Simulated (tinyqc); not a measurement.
Inside a calculation. Model: one rectangular barrier with mass mismatch, transfer matrices.

Computed by the program tinyqc: `OMP_NUM_THREADS=1 python tinyqc.py 2560135 2560136 out.jsonl`, one thread of a shared Intel Xeon 2.30GHz, about 0.01 s for the whole run. Printed values are rounded.

One electron of energy E comes from the left lead (band edge 0); no transverse momentum. Parabolic bands, masses in units of m0, C = hbar^2/(2 m0); psi and psi'/m are continuous at every interface. The right lead equals the left one.

Parameters, values chosen for the exercise; masses and offsets of a made-up heterostructure: mass in the left lead mL = 0.045 m0; barrier height U1 = 0.7 eV; barrier mass m1 = 0.089 m0; barrier width d1 = 3.4 nm; electron energy E = 0.17 eV.

Constants: q = 1.602176634e-19 C, hbar = 1.054571817e-34 J s, m0 = 9.1093837015e-31 kg, hbar^2/(2 m0) = 0.0380998212 eV nm^2. Results are converted to the units shown.

Range of the model: Masses are held fixed, although real bands cease to be parabolic a few tenths of an eV from their edges (inside a barrier too).

## Wave numbers

k = sqrt(m (E - U)/C) where E > U, K = sqrt(m (U - E)/C) where E < U; v = k/m in the leads.

Layers:

|  | U (eV) | m (m0) | d (nm) | k or K (1/nm) | which |
|---|---|---|---|---|---|
| 1 | 0.7 | 0.089 | 3.4 | 1.112683 | K |

vL = 9.957647 1/nm
vR = 9.957647 1/nm

## Matrices of the layers

For the pair (psi, psi'/m) a flat layer has M = [[cos kd, (m/k) sin kd], [-(k/m) sin kd, cos kd]] with k = sqrt(m (E - U)/C) above its edge U, and M = [[cosh Kd, (m/K) sinh Kd], [(K/m) sinh Kd, cosh Kd]] with K = sqrt(m (U - E)/C) below it. M12 is in nm, M21 in 1/nm.

M of layer 1:

|  | 1 | 2 |
|---|---|---|
| 1 | 21.98791 | 1.756923 |
| 2 | 274.6096 | 21.98791 |

## Transmission and reflection

The matrix M carries (psi, psi'/m) across the stack, and v = k/m in each lead. psi = 1 + r at the left edge (incident amplitude 1) and t at the right edge. With det M = 1, a = i vR M11 - M21 and b = -vL vR M12 - i vL M22: t = 2 i vL/(a - b), r = -(a + b)/(a - b), T(E) = (vR/vL) |t|^2, R(E) = |r|^2.

t = 0.04320805-0.00990690i
r = -0.2232649-0.9737493i
T(E) = 0.001965082
R(E) = 0.9980349

T(E) + R(E) = 1: the current is conserved.
